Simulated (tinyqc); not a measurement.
Two regimes over temperature: microkinetic model of low-temperature epitaxy from hydride gases: adsorption, hydrogen desorption and rate control. Computed by tinyqc, a small Python program. Command: `OMP_NUM_THREADS=1 python tinyqc.py 3007298 3007299 out.jsonl hepi walk`. One thread of a shared host (Intel(R) Xeon(R) Processor @ 2.30GHz), about 0.01 s of CPU time with the checks.

Each hydride molecule needs two free sites and leaves four hydrogen atoms, of which two leave at once as H2; theta is the hydrogen coverage, the site density is 6.78 per nm^2 and one layer is 1.358 angstrom thick.

Inputs (values chosen for the exercise, close to those used for silane and germane, with second-order desorption as on Si(111) but the site density of Si(001)):

| quantity | value | unit |
|---|---|---|
| silane pressure p_S | 0.65 | Pa |
| sticking prefactor of silane s0 | 0.023 | - |
| adsorption barrier E_s | 0.19 | eV |
| desorption prefactor nu_d | 4.2e+11 | 1/s |
| desorption energy on silicon E_d | 2.09 | eV |
| hydrogen carrier pressure p_H | 0 | Pa |
| sticking of hydrogen s_H | 1.1e-07 | - |
| germane pressure p_G | 0.11 | Pa |
| sticking ratio of germane to silane r_G | 2.7 | - |
| lowering of E_d per unit germanium fraction, dE | 0.56 | eV |

Film: silicon-germanium. Order of hydrogen desorption: second.

Constants: k_B = 8.617333262e-05 eV/K; u = 1.6605390666e-27 kg; k_B = 1.380649e-23 J/K.

Method:
- Flux per site F = p/(sqrt(2 pi M k_B T) x 6.78e18 per m^2), M = 32.12 u (silane), 76.63 u (germane), 2.016 u (hydrogen); s = s0 exp(-E_s/(k_B T)); k_S = s F_S, k_G = r_G s F_G; germanium fraction x = k_G/(k_S + k_G); k = k_S + k_G; k_H = s_H F_H; k_d = nu_d exp(-(E_d - dE x)/(k_B T)).
- With k the hydride and k_H the hydrogen adsorption rate on free pairs and k_d the desorption rate, steady state: 2 (k + k_H)(1 - theta)^2 = k_d theta^2; growth rate R = k (1 - theta)^2 layers/s; 1 layer/s = 8.148 nm/min.
- Temperatures in kelvin are T(C) + 273.15.
- Limits: desorption-limited R = k_d k/(2 (k + k_H)), adsorption-limited R = k.

Growth:

| T (C) | theta | G (nm/min) | desorption limit (nm/min) | adsorption limit (nm/min) |
|---|---|---|---|---|
| 400 | 0.98534 | 3.3888e-03 | 3.4904e-03 | 15.769 |
| 450 | 0.95827 | 3.3233e-02 | 3.6191e-02 | 19.081 |
| 500 | 0.90003 | 2.2463e-01 | 2.7730e-01 | 22.476 |
| 550 | 0.79803 | 1.0566e+00 | 1.6590e+00 | 25.902 |
| 600 | 0.65565 | 3.4765e+00 | 8.0871e+00 | 29.319 |
| 650 | 0.49806 | 8.2369e+00 | 3.3205e+01 | 32.693 |
| 700 | 0.35589 | 1.4935e+01 | 1.1792e+02 | 36.000 |
| 750 | 0.24562 | 2.2320e+01 | 3.6998e+02 | 39.220 |
| 800 | 0.16766 | 2.9332e+01 | 1.0435e+03 | 42.340 |
| 850 | 0.11504 | 3.5516e+01 | 2.6836e+03 | 45.350 |

What does the comparison show, and why?

The apparent activation energy of G is 1.92 eV between the first rows and 0.40 eV between the last; full hydrogen cover gives a value near the desorption energy (plus E_s where k_H far exceeds k), a bare surface one near E_s less k_B T/2 from the flux. The coverage passes one half between 600 and 650 C, the knee of the Arrhenius plot.

Extremes, crossings and ranges named in words are read from the listed rows.
